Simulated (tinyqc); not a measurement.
Worked calculation: coupled-perturbed Hartree-Fock on RHF in the 6-31g basis, for H4, spin multiplicity 1. One step of it, computed by the program tinyqc.

Question. Response to a field: uncoupled start. Field along z; U_ai = -mu_ai / (e_a - e_i), alpha = -4 sum U_ai mu_ai.

orbital energies (hartree): MO1 -0.869047, MO2 -0.377523, MO3 0.133064, MO4 0.404632, MO5 0.684381, MO6 0.807502, MO7 1.218057, MO8 1.612554

dipole integrals <a|z|i> (bohr):
```
           i1         i2
a3  -0.925967   0.000000
a4   0.000000  -1.019478
a5   0.000000   0.000000
a6   0.000000   0.000000
a7   0.213587   0.000000
a8   0.000000   0.245752
```

Give: uncoupled U; uncoupled polarisability.

Answer.

uncoupled U:
```
         i1       i2
a3   0.9240   0.0000
a4   0.0000   1.3034
a5   0.0000   0.0000
a6   0.0000   0.0000
a7  -0.1023   0.0000
a8   0.0000  -0.1235
```

uncoupled polarisability = 8.9465 bohr^3
